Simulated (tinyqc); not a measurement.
Inside a calculation. Method: Ewald sum of point charges, caesium chloride, strained along z by a factor 0.89, lattice. Computed by tinyqc, a small Python program that keeps every step. Command: `OMP_NUM_THREADS=1 python tinyqc.py 24372 24373 out.jsonl` (the two numbers bound the seeds that draw the settings). One thread of a shared host (Intel(R) Xeon(R) Processor @ 2.60GHz), about 0.03 s of CPU time with the checks.

## Ewald sum with eta = 0.371 1/bohr

cell vectors (rows) (bohr):
```
        1       2       3
1  9.2800  0.0000  0.0000
2  0.0000  9.2800  0.0000
3  0.0000  0.0000  8.2590
```

Charges:
```
q            f1      f2      f3
2.0000   0.0000  0.0000  0.0000
-2.0000  0.5000  0.5000  0.5000
```

Real space: 1/2 sum q_i q_j erfc(eta r)/r over all images with r > 0; reciprocal space: (2 pi/V) sum_(G != 0) exp(-G^2/4 eta^2)/G^2 |S(G)|^2 with S(G) = sum q exp(i G.r); self term -eta/sqrt(pi) sum q^2; background -pi Q^2/(2 V eta^2), Q the total charge.

Real-space shells (first ones):
```
r (bohr)  pairs  sum (hartree)
7.7532       16      -1.96e-04
8.2590        4       1.42e-05
9.2800        8       1.93e-06
12.4229      16       1.84e-10
13.1239       8              0
14.0191      16              0
15.2430      32              0
15.5064      16              0
```

Reciprocal shells (first ones that count):
```
G^2 (1/bohr^2)  vectors  sum (hartree)
0.4584                4         0.5364
0.5788                2         0.1707
1.4956                8         0.0500
2.2921                8         0.0077
2.4124                8         0.0059
2.7735                8         0.0026
4.1258                4       7.63e-05
4.2461                8       1.19e-04
4.6072               16       1.14e-04
5.1630               16       3.71e-05
5.2089                2       4.22e-06
5.9595                8       3.78e-06
```

## The total does not depend on eta

The same sums for other eta.

Totals (hartree per cell):
```
eta          real  reciprocal     self  background      total
0.3710  -1.80e-04      0.7736  -1.6745      0.0000  -0.901097
0.5650  -2.36e-09      1.6490  -2.5501      0.0000  -0.901097
0.7380          0      2.4299  -3.3310      0.0000  -0.901097
```

shortest distance = 7.7532 bohr

Madelung constant -E d / (formula units |q+ q-|) = 1.7466
